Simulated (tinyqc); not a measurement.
# Charge neutrality of a doped semiconductor with incomplete ionisation, step by step

A worked calculation. Computed by tinyqc, a small Python program that keeps every step. Command: `OMP_NUM_THREADS=1 python tinyqc.py 3029547 3029548 out.jsonl dopant walk`. One thread of a shared host (Intel(R) Xeon(R) Processor @ 2.30GHz), about 0.04 s of CPU time with the checks. Intermediate numbers are printed to about 6 digits and carried at full precision; extremes and crossings named in words are read from the listed rows.

Energies are counted from the top of the valence band; E_D is measured down from the conduction band and E_A up from the valence band.

Inputs (values chosen for the exercise, modelled on silicon):
```
quantity,value,unit
gap at 0 K E_g0,1.17,eV
Varshni alpha,0.000486,eV/K
Varshni beta,625,K
electron mass m_e,0.322,m_0
valleys M_c,6,-
hole mass m_h,0.779,m_0
donor density N_D,0,cm^-3
acceptor density N_A,4.4e+17,cm^-3
acceptor depth E_A,0.0434,eV
acceptor degeneracy g_A,4,-
temperature T,450,K
iteration cap,60,-
```

Doping: p-type. Statistics of the bands: Fermi-Dirac. Solver: Newton steps on the logarithm. Start of Newton steps: 0.25 eV inside the majority band.

ratios u of density to N: [0.01, 0.035, 0.12, 0.43, 1.5, 5.3, 19]

Constants: m_0 = 9.1093837015e-31 kg; k_B = 1.380649e-23 J/K; h = 6.62607015e-34 J s; k_B = 8.617333262e-05 eV/K.

## Gap and effective densities of states

E_g = E_g0 - alpha T^2/(T + beta). N_c = 2 M_c (2 pi m_e k_B T/h^2)^(3/2) and N_v = 2 (2 pi m_h k_B T/h^2)^(3/2), masses in units of m_0. n_i = sqrt(N_c N_v) exp(-E_g/(2 k_B T)); E_i = E_g/2 + (k_B T/2) ln(N_v/N_c).

gap E_g = 1.07845 eV

N_c = 5.05410e+19 cm^-3

N_v = 3.16968e+19 cm^-3

k_B T = 0.0387780 eV

intrinsic density n_i = 3.65821e+13 cm^-3

intrinsic level E_i = 0.530179 eV

## Charges at trial Fermi levels

n = N_c F_1/2((E_F - E_g)/k_B T), p = N_v F_1/2(-E_F/k_B T). F_1/2(eta) = (2/sqrt(pi)) int_0^infinity sqrt(x)/(1 + exp(x - eta)) dx, by the trapezoid rule in t = sqrt(x) with step 0.02 up to t = 12 (for eta < -12 by exp(eta) - exp(2 eta)/2^(3/2)). N_A- = N_A/(1 + g_A exp((E_A - E_F)/k_B T)). Neutrality: p + N_D+ = n + N_A-; the log ratio is ln[(p + N_D+)/(n + N_A-)]. The last column is ln[(p + N_D+)/(n + N_A-)], which vanishes at neutrality; trial levels are the majority level plus multiples of k_B T, rounded to 0.1 meV.

Densities (cm^-3):
```
E_F (eV),n,p,N_D+,N_A-,log ratio
-0.0729,6.44286e+06,8.40261e+19,0,5.41394e+15,9.64991
0.0046,4.75379e+07,2.20620e+19,0,3.70392e+16,6.38963
0.0822,3.51659e+08,3.65380e+18,0,1.78088e+17,3.02124
0.1597,2.59468e+09,5.12826e+17,0,3.66874e+17,0.33492
0.2761,5.22043e+10,2.56275e+16,0,4.35684e+17,-2.83325
```

The log ratio changes sign between 0.1597 and 0.2761 eV.

## Solving for the Fermi level

Newton steps from the start named, with the slope from a central difference of 1e-6 eV; the function is the log ratio y = ln[(p + N_D+)/(n + N_A-)]; the bracket -0.3 to E_g + 0.3 eV is narrowed by the sign of y at each step, and a step that would leave it is replaced by its midpoint; stop when |log ratio| < 1e-9.

Course of the iteration:
```
step,E_F (eV),log ratio
1,-0.250000,1.57705e+01
2,0.250001,-2.15112e+00
3,0.168099,8.65208e-02
4,0.171059,3.27805e-04
5,0.171070,4.60331e-09
6,0.171070,3.10862e-15
```

Fermi level E_F (last iterate) = 0.171070 eV

converged (1 yes, 0 no) = 1

steps = 6

Converged in 6 steps.

## Densities at the solution

The formulas are those given above.

majority density p = 3.83052e+17 cm^-3

minority density n = 3.47876e+09 cm^-3

ionised share of the acceptors = 0.870574

distance of E_F from the majority band edge = 0.171070 eV

p is 87.1 % of the net doping; n p / n_i^2 = 0.9957.

## The closed form for the extrinsic range

With Boltzmann statistics, no electrons and every donor ionised, p (p + N_D) = p1 (N_A - N_D - p) with p1 = (N_v/g_A) exp(-E_A/k_B T). Take the positive root.

p1 = 2.58760e+18 cm^-3

p from the quadratic = 3.83240e+17 cm^-3

Against the full solution, 3.8305e17 cm^-3, the quadratic is off by 0.049 %.

## Carrier density against temperature

Neutrality is solved by bisection at each T. The last column is -k_B d ln(p T^-3/4)/d(1/T) from this row and the one above; it turns negative as ionisation nears completion, when the density grows more slowly than that power of T.

Against temperature:
```
T (K),p (cm^-3),E_F from the band edge (eV),ionised share,activation energy (eV)
18,1.40287e+11,0.022348,3.18833e-07,-
23,3.52912e+12,0.022892,8.02073e-06,0.0217000
31,7.44602e+13,0.023905,1.69228e-04,0.0216992
46,1.41286e+15,0.026150,3.21105e-03,0.0216857
72,1.40534e+16,0.030835,3.19395e-02,0.0215287
110,6.08924e+16,0.039206,1.38392e-01,0.0206254
170,1.61974e+17,0.055794,3.68123e-01,0.0175067
250,2.70986e+17,0.083436,6.15878e-01,0.0103180
300,3.15515e+17,0.103281,7.17080e-01,0.0019903
600,4.08297e+17,0.247173,9.27899e-01,-0.0135501
```

Between the two coldest rows the activation energy is 0.0217 eV, 0.50 of the dopant depth: without compensation E_F sits halfway between level and band, so half the depth shows. The density is within 10 % of the net doping in one row, 600 K.

## Reduced Fermi level from a carrier density

For u = density/N of the majority band, eta solves F_1/2(eta) = u (bisection). Boltzmann: ln u. Joyce-Dixon: ln u + u/sqrt(8) - 4.95009e-3 u^2 + 1.48386e-4 u^3 - 4.42563e-6 u^4. Degenerate limit: (3 sqrt(pi) u/4)^(2/3). The last column is (eta - ln u) k_B T.

Eta by four rules:
```
u,density (cm^-3),exact,Boltzmann,Joyce-Dixon,degenerate,Boltzmann error (meV)
0.01,3.16968e+17,-4.60164,-4.60517,-4.60164,0.05612,1.37082e-01
0.035,1.10939e+18,-3.34004,-3.35241,-3.34004,0.12936,4.79618e-01
0.12,3.80361e+18,-2.07791,-2.12026,-2.07791,0.29413,1.64246e+00
0.43,1.36296e+19,-0.69285,-0.84397,-0.69285,0.68876,5.86030e+00
1.5,4.75452e+19,0.92514,0.40547,0.92514,1.58423,2.01518e+01
5.3,1.67993e+20,3.42149,1.66771,3.42109,3.67515,6.80083e+01
19,6.02239e+20,8.51076,2.94444,8.31600,8.60848,2.15851e+02
```

Boltzmann statistics place E_F within 1 meV of the exact value up to u = 0.0350 of those listed and miss by 216 meV at u = 19. Joyce-Dixon stays within 0.01 in eta up to u = 5.30; the degenerate limit is still 1.1 % high at the last u. Past u of about 10 the Joyce-Dixon series fails. A parabolic band is assumed throughout.

Checks made by the program: neutrality at the solution (relative difference below 1e-10).
